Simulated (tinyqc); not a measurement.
# MOS inversion layer, Poisson-Schroedinger loop: effect of the sheet density of electrons

Electrons confined at an insulator interface at z = 0, treated as a hard wall; parabolic valleys, Hartree approximation, no image or exchange terms. The depletion charge lies far deeper than the electrons and gives a uniform field q Nd/(eps0 eps_r); the gate balances all charge. Energies are counted from the band edge at the interface.

Schroedinger equation -(C/mz) psi'' + (V0 + U + dE for set B) psi = E psi, C = hbar^2/(2 m0), psi(0) = 0, on a uniform mesh of 800 nodes with a far wall at 110 nm, 8 levels a set; V0 = q Nd z/(eps0 eps_r); dU/dz = q (Ns - integral of n from 0 to z)/(eps0 eps_r), U(0) = 0; N_k = g md m0 q Vt/(pi hbar^2) ln(1 + exp((EF - E_k)/Vt)), g the number of valleys of the set, sum N_k = Ns. Triangular well: E_k = a_k (C F^2/mz)^(1/3), a_1 = 2.338107, a_2 = 4.087949, C = hbar^2/(2 m0), F in eV/nm. Fang-Howard (all electrons in the lowest level of set A): b^3 = 6 (mz1/C) q (Nd + 11 Ns/32)/(eps0 eps_r), centroid 3/b, level C b^2/(4 mz1) + (3/b) q (Nd + 11 Ns/16)/(eps0 eps_r). The centroid adds 3.9 z_av/eps_r to an oxide-equivalent thickness.

Values chosen for this exercise; masses and permittivity close to those of silicon (100):

| symbol | value | unit | meaning |
|---|---|---|---|
| T | 300 | K | temperature |
| eps_r | 11.8 |  | relative permittivity |
| mz1 | 0.915 | m0 | mass along z of valley set A (2 valley(s)) |
| md1 | 0.193 | m0 | in-plane density-of-states mass of set A |
| mz2 | 0.193 | m0 | mass along z of valley set B (4 valley(s)) |
| md2 | 0.41 | m0 | in-plane density-of-states mass of set B |
| Nd | 1.3e11 | cm^-2 | sheet density of depletion charge |
| dE | 0 | eV | extra shift of set B (strain) |

Constants: q = 1.602176634e-19 C, kB = 1.380649e-23 J/K, hbar = 1.054571817e-34 J s, m0 = 9.1093837015e-31 kg, Vt = kB T/q, eps0 = 8.8541878128e-14 F/cm where lengths are in cm, hbar^2/(2 m0) = 0.0380998212 eV nm^2. Results are converted to the units shown.

Results:
columns A: Ns (cm^-2); B: A1 (meV); C: B1 (meV); D: EF (meV); E: share of A1 (%); F: share of set A (%); G: centroid z_av (nm); H: added oxide equivalent (nm); I: Fang-Howard centroid (nm)
```
A          B     C      D     E     F     G      H     I
1e11    18.3  29.8   -135  11.2  33.9  11.1   3.67  4.20
2.1e11  23.5  37.5   -106  13.2  35.3  9.98   3.30  3.92
4.5e11  33.1  51.8  -70.0  17.0  37.9  8.38   2.77  3.50
9.7e11  50.0  76.5  -23.9  24.0  42.7  6.53   2.16  2.98
4.4e12   124   178    114  48.8  60.3  3.40   1.12  1.95
9.4e12   200   279    229  61.9  70.0  2.38  0.788  1.54
2e13     326   444    411  69.4  75.5  1.71  0.567  1.20
```

Estimate the missing row, Ns = 2.1e12 cm^-2.

Computed row:
columns A: Ns (cm^-2); B: A1 (meV); C: B1 (meV); D: EF (meV); E: share of A1 (%); F: share of set A (%); G: centroid z_av (nm); H: added oxide equivalent (nm); I: Fang-Howard centroid (nm)
```
A          B    C     D     E     F     G     H     I
2.1e12  78.8  117  36.3  35.1  50.4  4.77  1.58  2.43
```

With this row back in the table: As Ns goes from 1e11 to 2e13, A1 rises from 18.3 to 326 meV, the share of A1 rises from 11.2 to 69.4 % and the centroid falls from 11.1 to 1.71 nm. A1 goes as Ns^(0.65) between the last two rows (a triangular well in the field of that charge alone gives 2/3). EF lies more than 2 meV above A1 for Ns = 9.4e12, 2e13. The Fang-Howard centroid is 62 % below the full one in the first row, where A1 holds 11.2 %, and 30 % below it in the last, where A1 holds 69.4 %. For Ns = 1e11, 2.1e11, 4.5e11, 9.7e11 the eighth level of a set still holds over 0.4 % of the electrons, so more levels and a farther wall would raise the centroid.

tinyqc, about 1 s, one thread, Intel Xeon 2.30GHz (shared host): `OMP_NUM_THREADS=1 python tinyqc.py 2160089 2160090 out.jsonl`
